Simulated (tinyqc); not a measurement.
Thin (001) film in sp3s* tight binding with raised dangling bonds: sweeps and comparisons. A value that a table varies takes the place of the one given here.

Planes alternate anion (a), cation (c) along [001], a/4 apart, starting with an anion; zero in-plane momentum; levels counted from the bulk Ev, the lower root of [[Epa, Vxx], [Vxx, Epc]]; no spin-orbit coupling. Block of s, pz, s*: from an anion to the cation above, Vss/2 (s,s), Vsapc/2 (s,z), -Vscpa/2 (z,s), Vxx/2 (z,z), Vxapc/2 (s*,z), -Vpaxc/2 (z,s*); to the cation below the same with the s-z and s*-z signs reversed. Block of u = (px + py)/sqrt2 and v = (px - py)/sqrt2: to the cation above (Vxx + Vxy)/2 for u and (Vxx - Vxy)/2 for v, to the cation below the reverse. Each surface atom has two dangling sp3 hybrids; raising both by dl adds (dl/2) [[1, t], [t, 1]] to its s, pz levels (t = -1 at the bottom face, +1 at the top) and dl to the one of u, v in whose plane the missing bonds lie (v for a bottom anion or a top cation, u for a top anion).

Values chosen for the exercise (near a published set for Si, fitted to gaps, whose masses and valley positions are rough; shifted at random, so the results belong to these values and not to a real crystal): p = (-4.184, 1.72, -4.184, 1.72, 6.754, 6.754, -8.359, 1.703, 4.605, 5.742, 5.742, 5.322, 5.322) eV (order Esa, Epa, Esc, Epc, Exa, Exc, Vss, Vxx, Vxy, Vsapc, Vscpa, Vxapc, Vpaxc); Nw = 28 (planes in the thicker film); a = 5.431 angstrom (lattice constant); dp = 30 eV (value of dl for the passivated films); Ns = (6, 10, 15, 20, 28, 34, 43, 69) (numbers of planes); N0 = 29 (first number of planes).

## States in the gap of a film

edges (eV): Gamma 3.40600, Delta 1.22474

Levels between 0 and the lower bulk edge, the largest weight on the two outer planes of both faces among them, and the nearest levels outside, for several shifts dl.

Film of Nw planes:
```
dl (eV)  levels in the gap       at (eV)  surface weight  next above (eV)  next below (eV)
0                        2  0.286, 0.304            0.71           1.2573          -0.0520
1                        2  0.763, 0.766            0.82           1.2587          -0.0520
2                        2  1.214, 1.215            0.46           1.2763          -0.0520
3                        0             -               -           1.2525          -0.0520
5                        0             -               -           1.2547          -0.0520
10                       0             -               -           1.2554          -0.0520
30                       0             -               -           1.2557          -0.0520
100                      0             -               -           1.2557          -0.0520
```

Can the levels of the bare film be read as confined subbands?

No: with bare surfaces (dl = 0) 2 levels lie in the bulk gap, with up to 71 % of the weight on the four outer planes, two a face, where an even spread gives 14 %; these are dangling-bond states, not subbands. The reruns show the bulk gap clear from dl = 3 eV on, and at dl = 30 eV the next level above lies -0.1 meV from its value at 100 eV.

## Gap against thickness

Passivated films (finite dp, so levels can still be some meV from their limit), thickness N a/4. Highest level below mid-gap (either block) and the two lowest above it. The exponents are -d ln(shift)/d ln N between the sixth and the last film, for the valence level and for the mean of the two conduction levels.

Levels (eV):
```
N   thickness (angstrom)      Ev1     Ec1     Ec2     gap
6                   8.15  -0.5182  1.6741  1.8651  2.1923
10                 13.58  -0.2671  1.4432  1.4491  1.7103
15                 20.37  -0.1654  1.3266  1.3342  1.4919
20                 27.16  -0.0921  1.2830  1.2896  1.3752
28                 38.02  -0.0520  1.2557  1.2585  1.3076
34                 46.16  -0.0369  1.2464  1.2475  1.2833
43                 58.38  -0.0254  1.2387  1.2388  1.2641
69                 93.68  -0.0103  1.2302  1.2304  1.2405
```

exponents: valence 1.80, conduction 1.96

How do the results move?

The gap is 2.192 eV at 8.1 angstrom and 1.241 eV at 93.7, against 1.225 eV in the bulk along this line. At 20 planes the conduction side gives 58 meV of the widening and the valence side 92 meV. A hard-walled parabolic band has exponent 2; departures come from the offset between N a/4 and the effective width, from non-parabolicity and from the termination (odd and even N end differently: in the direction of the bond rows at the two faces and, in a compound, in the kind of atom), which also makes single steps in N uneven. Ec1 and Ec2 are the doublet of the two Delta valleys along the normal.

## Valley splitting plane by plane

kz of the minimum = 0.72794 2 pi/a

Ten passivated films from N0 planes on; the phase is N pi k0/2 modulo pi, k0 the position of the bulk minimum.

Lowest doublet:
```
N   phase/pi  mean shift (meV)  splitting (meV)
29     0.555             30.17            0.463
30     0.919             28.28            1.956
31     0.283             26.55            1.857
32     0.647             24.94            0.216
33     0.011             23.52            1.713
34     0.375             22.19            1.121
35     0.739             20.96            0.588
36     0.103             19.86            1.399
37     0.467             18.82            0.570
38     0.831             17.87            0.756
```

What does this show, and why?

The splitting ranges from 0.22 meV (N = 32) to 1.96 meV (N = 30), while the mean shift goes from 30 to 18 meV and falls steadily. The splitting changes direction 6 times in these ten films, and one plane more changes it by up to 1.64 meV: it hangs on the phase between the two faces, which is why atomic steps matter.

## What each change does

A film of Nw planes with shift dp: highest level below mid-gap (half the lower bulk edge) and the two lowest above. Each row changes one parameter from the base and keeps the others.

Results:
```
case        Ev1 (eV)  Ec1 (eV)  Ec2 (eV)
base         -0.0520    1.2557    1.2585
Nw = 30      -0.0461    1.2520    1.2540
dp = 15 eV   -0.0520    1.2555    1.2584
```

How do the results move?

The largest shifts from the base row, up to three for each result and ties (the steps differ in size, so this ranks the rows, not the parameters). Ev1 (eV): Nw +0.0059; unchanged at the printed digits by dp. Ec1 (eV): Nw -0.0036, dp -0.0001. Ec2 (eV): Nw -0.0045, dp -0.0001. An odd change of Nw also changes which atoms end the film, so levels need not move as thickness alone would move them; the row for dp shows how far the passivation is from converged.

tinyqc: `OMP_NUM_THREADS=1 python tinyqc.py 1451346 1451347 out.jsonl`; about 0.4 s, one thread, shared Intel(R) Xeon(R) Processor @ 2.30GHz.
